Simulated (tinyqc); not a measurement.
# Grain growth, pinning, strength and diffusional creep of a polycrystal or thin film, step by step

A worked calculation. Computed by tinyqc, a small Python program that keeps every step. Command: `OMP_NUM_THREADS=1 python tinyqc.py 3011941 3011942 out.jsonl grain walk`. One thread of a shared host (Intel(R) Xeon(R) Processor @ 2.30GHz), about 0.01 s of CPU time with the checks. Intermediate numbers are printed to about 7 digits and carried at full precision; extremes and crossings named in words are read from the listed rows.

One mean grain size d describes the structure.

Inputs (values chosen for the exercise, modelled on copper):

| quantity | value | unit |
|---|---|---|
| shear modulus G | 47.7 | GPa |
| Burgers vector b | 2.556 | angstrom |
| atomic volume Omega | 11.81 | angstrom^3 |
| boundary energy gamma | 0.6 | J/m^2 |
| mobility prefactor M0 | 1.2e-06 | m^4/(J s) |
| activation energy of boundary motion Q_m | 1.23 | eV |
| anneal temperature T | 618 | K |
| anneal time t | 230 | s |
| initial grain size d0 | 25 | nm |
| particle volume fraction f | 0.0043 | - |
| particle radius r | 5 | nm |
| friction stress sigma_0 | 23 | MPa |
| Hall-Petch slope k_y | 0.12 | MPa m^0.5 |
| lattice diffusion energy Q_l | 2.05 | eV |
| boundary diffusion energy Q_b | 0.974 | eV |
| lattice prefactor D0 | 1.6e-05 | m^2/s |
| boundary prefactor delta D0b | 1e-15 | m^3/s |
| applied stress sigma | 120 | MPa |
| service temperature T_c | 427 | K |

Sample: bulk.

Constants: k_B = 8.617333262e-05 eV/K; k_B = 1.380649e-23 J/K.

## Mobility and the sizes at which growth stops

M = M0 exp(-Q_m/(k_B T)). The driving pressure is 2 gamma/d. Zener pinning pressure 3 f gamma/(2 r) stops growth at d_Z = 4 r/(3 f). The limit is d_lim = d_Z.

mobility M = 1.118291e-16 m^4/(J s)

Zener size d_Z = 1550.388 nm

limit d_lim = 1550.388 nm

## Grain size after the anneal

dd/dt = 2 M gamma (1/d - 1/d_lim) integrates to 2 M gamma t = d_lim (d0 - d) + d_lim^2 ln[(d_lim - d0)/(d_lim - d)]; without pinning d^2 = d0^2 + 4 M gamma t.

size without pinning = 249.7091 nm

grain size d = 236.4989 nm

Pinning holds d to 95 % of the free value.

## Yield stress

Hall-Petch term k_y/sqrt(d). Orowan term 3.06 x 0.4 G b ln(2 rbar/b)/(pi lambda sqrt(1 - nu)) with nu = 1/3, rbar = sqrt(2/3) r, lambda = rbar (sqrt(pi/f) - 2). The terms are added to sigma_0.

Hall-Petch term = 246.7554 MPa

Orowan term = 197.2214 MPa

yield stress = 466.9768 MPa

The largest term is the Hall-Petch one. The anneal changed the Hall-Petch term from 759 to 247 MPa.

## Diffusional creep at T_c

Nabarro-Herring rate = 14 sigma Omega D_l/(k_B T d^2), D_l = D0 exp(-Q_l/(k_B T)); Coble rate = 14 pi sigma Omega delta D_b/(k_B T d^3), delta D_b = delta D0b exp(-Q_b/(k_B T)); they are equal at d_x = pi delta D_b/D_l.

Nabarro-Herring rate = 6.135547e-16 1/s

Coble rate = 2.551661e-06 1/s

crossover size d_x = 9.835554e+08 micrometre

time to 1 % strain = 3919.016 s

Boundary diffusion carries the creep, by a factor 4.2e9. Caution: sigma Omega is not small against k_B T, as the linear creep laws assume.

## Strength against creep resistance

Hall-Petch term k_y/sqrt(d).

At T_c and sigma:

| d (nm) | Hall-Petch term (MPa) | Nabarro-Herring (1/s) | Coble (1/s) | time to 1 % (s) |
|---|---|---|---|---|
| 30 | 692.8203 | 3.813020e-14 | 1.250105e-03 | 7.999325e+00 |
| 100 | 379.4733 | 3.431718e-15 | 3.375285e-05 | 2.962713e+02 |
| 300 | 219.0890 | 3.813020e-16 | 1.250105e-06 | 7.999325e+03 |
| 1000 | 120.0000 | 3.431718e-17 | 3.375285e-08 | 2.962713e+05 |
| 3000 | 69.2820 | 3.813020e-18 | 1.250105e-09 | 7.999325e+06 |
| 10000 | 37.9473 | 3.431718e-19 | 3.375285e-11 | 2.962713e+08 |
| 100000 | 12.0000 | 3.431718e-21 | 3.375285e-14 | 2.962713e+11 |

From 100 micrometre to 30 nm grains the Hall-Petch term grows 58 times, while the time to 1 % strain shrinks by 10.6 decades. Coble creep rules in 7 of the seven rows (d_x is a millimetre or more). Fine grains resist slip but creep fast. The Hall-Petch value at 30 nm is at the edge of that law.

## Growth with time

The formulas are those given above.

At T:

| t (s) | free growth (nm) | pinned growth (nm) | d/d_lim |
|---|---|---|---|
| 27 | 88.722 | 87.074 | 0.0561629 |
| 90 | 157.417 | 152.155 | 0.0981400 |
| 270 | 270.352 | 254.883 | 0.1643992 |
| 900 | 492.114 | 441.488 | 0.2847597 |
| 2700 | 851.632 | 703.376 | 0.4536773 |
| 9000 | 1554.392 | 1084.349 | 0.6994054 |
| 27000 | 2692.053 | 1412.309 | 0.9109394 |
| 90000 | 4914.846 | 1546.629 | 0.9975758 |

The apparent exponent d ln d/d ln t of the pinned growth is at most about 0.47, below the ideal 1/2, and falls to 0.075 in the last rows: pinning hides it late.

Checks made by the program: d against numerical integration (relative difference 3e-09).
